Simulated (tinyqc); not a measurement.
Schottky diode by thermionic emission with image-force lowering and series resistance: current against voltage.

Metal on an n-type semiconductor with one parabolic valley; V > 0 is forward bias (metal positive). I = I0 [exp(Vj/(n Vt)) - 1] with Vj = V - I Rs; I0 = S A* T^2 exp(-(phi - dphi)/Vt), the lowering dphi taken at zero bias.

A* = 4 pi q me m0 kB^2/h^3 (times 1e-4 for A/(cm^2 K^2)); Nc = 2 (2 pi me m0 kB T/h^2)^1.5 (times 1e-6 for cm^-3); xi = Vt ln(Nc/Nd), Vbi = phi - xi; surface field Em = sqrt(2 q Nd (Vbi - V - Vt)/(eps0 eps_r)); dphi = sqrt(q Em/(4 pi eps0 eps_r)). The apparent ideality is (dV/d ln I)/Vt.

Parameters, values chosen for the exercise; band and dielectric values close to those of silicon:
- T = 250 K (temperature)
- me = 0.257 m0 (electron mass)
- eps_r = 11.9 (relative permittivity)
- phi = 0.33 eV (barrier height seen from the metal)
- Nd = 3.6e16 cm^-3 (donor density)
- S = 0.00019 cm^2 (area)
- n = 1.17 (ideality factor)
- Rs = 2.4 ohm (series resistance)

Constants: q = 1.602176634e-19 C, kB = 1.380649e-23 J/K, h = 6.62607015e-34 J s, m0 = 9.1093837015e-31 kg, Vt = kB T/q, eps0 = 8.8541878128e-14 F/cm where lengths are in cm. Results are converted to the units shown.

Result of one run:
```
V (V)	I (A)	Vj (V)	apparent ideality
0.39	0.09967	0.1508	12.27
```

What becomes of these results when the applied bias V is changed from 0.39 to 0.22 V, all else the same?

Result of the changed run:
```
V (V)	I (A)	Vj (V)	apparent ideality
0.22	0.03873	0.1271	5.477
```

The whole series:
```
V (V)	I (A)	Vj (V)	apparent ideality
0.05	0.001358	0.04674	1.138
0.09	0.005206	0.07751	1.696
0.13	0.01275	0.09939	2.568
0.18	0.02615	0.1172	4.072
0.22	0.03873	0.1271	5.477
0.26	0.05226	0.1346	6.986
0.3	0.06642	0.1406	8.565
0.34	0.08101	0.1456	10.19
0.39	0.09967	0.1508	12.27
0.43	0.1149	0.1544	13.96
```

I rises from 0.00136 to 0.115 A, and the apparent ideality rises from 1.14 to 14.0, against n = 1.17. It starts below n because the -1 in the diode law still counts there. From V = 0.13 V on, I Rs exceeds n Vt and the resistance bends the curve.

Range of the model: One isotropic valley is assumed; bands with several valleys have a larger Richardson constant and Nc.

Program tinyqc, `OMP_NUM_THREADS=1 python tinyqc.py 2640025 2640026 out.jsonl`; Intel Xeon 2.30GHz, shared host, one thread, about 0.01 s.
